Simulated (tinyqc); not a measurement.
Worked calculation: thin (001) film in sp3s* tight binding with raised dangling bonds. Values are carried at full precision from step to step, so a last printed digit may differ when a step is redone from the rounded ones.

sp3s* tight binding, nearest neighbours only: anion (a) at 0, cation (c) at a/4 (1,1,1), orbitals s, px, py, pz, s* on each; k in units of 2 pi/a. With phases e_j = exp(i (pi/2) k.n_j) for n = (1,1,1), (1,-1,-1), (-1,1,-1), (-1,-1,1): g0 = (e1+e2+e3+e4)/4, g1 = (e1+e2-e3-e4)/4, g2 = (e1-e2+e3-e4)/4, g3 = (e1-e2-e3+e4)/4. The diagonal holds the levels Esa, Epa, Exa (s*) and Esc, Epc, Exc. Anion-cation block: <sa|sc> = Vss g0; <sa|xc> = Vsapc g1; <xa|sc> = -Vscpa g1; <xa|xc> = Vxx g0; <xa|yc> = <ya|xc> = Vxy g3, <xa|zc> = <za|xc> = Vxy g2, <ya|zc> = <za|yc> = Vxy g1; <s*a|xc> = Vxapc g1; <xa|s*c> = -Vpaxc g1; y and z take g2 and g3 in place of g1; s-s* and s*-s* vanish.

Inputs chosen for the exercise (out of a larger set: near a published set for InAs, fitted to gaps, whose masses and valley positions are rough; not measured data): p = (-9.558, 0.91, -2.722, 3.713, 7.4, 6.719, -5.611, 1.847, 4.469, 3.038, 5.418, 3.381, 3.92) eV (order Esa, Epa, Esc, Epc, Exa, Exc, Vss, Vxx, Vxy, Vsapc, Vscpa, Vxapc, Vpaxc); N = 5 (atomic planes in the small film); dl = 30 eV (shift of the dangling hybrids).

## Bulk edges along [001]

Gap at Gamma and minimum on (0,0,kz), kz from 0.5 to 1, from the bulk Ev. States at zero in-plane momentum come from this line alone.

edges (eV): Gamma 0.4371, Delta 2.2737

kz of the minimum = 1.0000 2 pi/a

## The two blocks of the small film

Planes alternate anion (a), cation (c) along [001], a/4 apart, starting with an anion; zero in-plane momentum; levels counted from the bulk Ev, the lower root of [[Epa, Vxx], [Vxx, Epc]]; no spin-orbit coupling. Block of s, pz, s*: from an anion to the cation above, Vss/2 (s,s), Vsapc/2 (s,z), -Vscpa/2 (z,s), Vxx/2 (z,z), Vxapc/2 (s*,z), -Vpaxc/2 (z,s*); to the cation below the same with the s-z and s*-z signs reversed. Block of u = (px + py)/sqrt2 and v = (px - py)/sqrt2: to the cation above (Vxx + Vxy)/2 for u and (Vxx - Vxy)/2 for v, to the cation below the reverse. Each surface atom has two dangling sp3 hybrids; raising both by dl adds (dl/2) [[1, t], [t, 1]] to its s, pz levels (t = -1 at the bottom face, +1 at the top) and dl to the one of u, v in whose plane the missing bonds lie (v for a bottom anion or a top cation, u for a top anion).

Fill them in.

s, pz, s* block (eV), lower triangle:
```
,sa1,za1,*a1,sc2,zc2,*c2,sa3,za3,*a3,sc4,zc4,*c4,sa5,za5,*a5
sa1,5.449
za1,-15.000,15.917
*a1,0,0,7.407
sc2,-2.805,-2.709,0,-2.715
zc2,1.519,0.923,1.690,0,3.720
*c2,0,-1.960,0,0,0,6.726
sa3,0,0,0,-2.805,-1.519,0,-9.551
za3,0,0,0,2.709,0.923,1.960,0,0.917
*a3,0,0,0,0,-1.690,0,0,0,7.407
sc4,0,0,0,0,0,0,-2.805,-2.709,0,-2.715
zc4,0,0,0,0,0,0,1.519,0.923,1.690,0,3.720
*c4,0,0,0,0,0,0,0,-1.960,0,0,0,6.726
sa5,0,0,0,0,0,0,0,0,0,-2.805,-1.519,0,5.449
za5,0,0,0,0,0,0,0,0,0,2.709,0.923,1.960,15.000,15.917
*a5,0,0,0,0,0,0,0,0,0,0,-1.690,0,0,0,7.407
```

u, v block (eV), lower triangle:
```
,ua1,va1,uc2,vc2,ua3,va3,uc4,vc4,ua5,va5
ua1,0.917
va1,0,30.917
uc2,3.158,0,3.720
vc2,0,-1.311,0,3.720
ua3,0,0,-1.311,0,0.917
va3,0,0,0,3.158,0,0.917
uc4,0,0,0,0,3.158,0,3.720
vc4,0,0,0,0,0,-1.311,0,3.720
ua5,0,0,0,0,0,0,-1.311,0,30.917
va5,0,0,0,0,0,0,0,3.158,0,0.917
```

## Levels of the small film

Diagonalise both blocks.

levels of the s, pz, s* block (eV): -11.964  -8.849  -7.368  -2.951  1.036  2.489  2.676  3.729  6.722  7.407  8.015  8.273  9.141  26.711  26.715

levels of the u, v block (eV): -1.815  -1.815  -0.617  -0.617  5.216  5.216  6.426  6.426  30.981  30.981

No level lies between 0 and the bulk edge 0.437 eV; confinement has widened the gap at zero in-plane momentum to 1.653 eV.

## Checks

- Lowest conduction level of 201 planes, with the dangling hybrids shifted far away, against the bulk edge: 0.4444 against 0.4371.

Run: tinyqc, `OMP_NUM_THREADS=1 python tinyqc.py 1451758 1451759 out.jsonl`; Intel(R) Xeon(R) Processor @ 2.30GHz, one thread, shared host; about 0.3 s of CPU time with all checks.
